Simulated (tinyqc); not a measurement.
Band bending at a free surface with a continuum of surface states, surface photovoltage and Kelvin probe: one step of the calculation.

n-type bulk, xi = Ec - EF = Vt ln(Nc/Nd), p0 = ni^2/Nd, ni = sqrt(Nc Nv) exp(-Eg/(2 Vt)), Eg in volts. b is the upward band bending, u = b/Vt. Space charge per area, in units of q: Qc = sign(b) sqrt((2 eps0 eps_r Vt/q) [(Nd + dn)(exp(-u) - 1) + Nd u + (p0 + dn)(exp(u) - 1)]), with dn the excess density under light (flat quasi-Fermi levels; 0 in the dark). The states hold -Ds (E0 - xi - b): negative while the Fermi level lies above the neutrality level. Neutrality: Qc + Qf + (charge of the states) = 0.

Question. Bulk quantities. xi, ni, p0, the Debye length sqrt(eps0 eps_r Vt/(q Nd)) and the flat-band work function chi + xi.

Inputs (values chosen for the exercise); band and dielectric values close to those of indium phosphide:
- T = 300 K (temperature)
- Eg = 1.31 eV (band gap)
- eps_r = 12.5 (relative permittivity)
- Nc = 5.6e17 cm^-3 (conduction-band density of states at T)
- Nv = 1.11e19 cm^-3 (valence-band density of states at T)
- chi = 4.37 eV (electron affinity)
- Nd = 2.6e16 cm^-3 (donor density)

Constants: q = 1.602176634e-19 C, kB = 1.380649e-23 J/K, Vt = kB T/q, eps0 = 8.8541878128e-14 F/cm where lengths are in cm. Results are converted to the units shown.

Wanted: xi; ni; p0; Debye length; chi + xi.

Answer.

xi = 0.07936 eV
ni = 2.473e7 cm^-3
p0 = 0.02352 cm^-3
Debye length = 26.21 nm
chi + xi = 4.449 eV

Program tinyqc, `OMP_NUM_THREADS=1 python tinyqc.py 2430091 2430092 out.jsonl`; Intel Xeon 2.30GHz, shared host, one thread, about 0.01 s.
